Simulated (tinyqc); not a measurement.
Raman shift of the zone-centre optical phonon of a diamond-structure crystal under stress: one step, computed by the program tinyqc.

Axes x, y, z are the cube axes. Strain shifts the threefold optical mode and can split it; p, q and r are the phonon deformation potentials.

Question. Heating mistaken for stress. A temperature above 300 K shifts the line by (d omega/dT)(T - 300 K); divided by the shift per stress it poses as a stress; the total shift adds it to the shift of the observed line. The anti-Stokes to Stokes ratio is [(omega_L + omega_0)/(omega_L - omega_0)]^3 exp(-h c omega_0/(k_B T)) in photon counts, omega_L = 1/wavelength, resonance effects left out.

Inputs (values chosen for the exercise, modelled on germanium):
```
quantity                             value      unit
unstrained frequency omega_0         300.2      1/cm
temperature coefficient d omega/dT  -0.017  1/(cm K)
local temperature T                    400         K
laser wavelength                     514.5        nm
```

Stress state: biaxial. Axis: [001].

shift per stress = -2.847421 1/(cm GPa)

shift of the observed line = 3.986389 1/cm

Constants: h = 6.62607015e-34 J s; c = 299792458 m/s; k_B = 1.380649e-23 J/K.

Give: thermal shift; apparent stress from heating; total shift; anti-Stokes/Stokes ratio.

Answer.

thermal shift = -1.7 1/cm

apparent stress from heating = 0.59703 GPa

total shift = 2.2864 1/cm

anti-Stokes/Stokes ratio = 0.37265
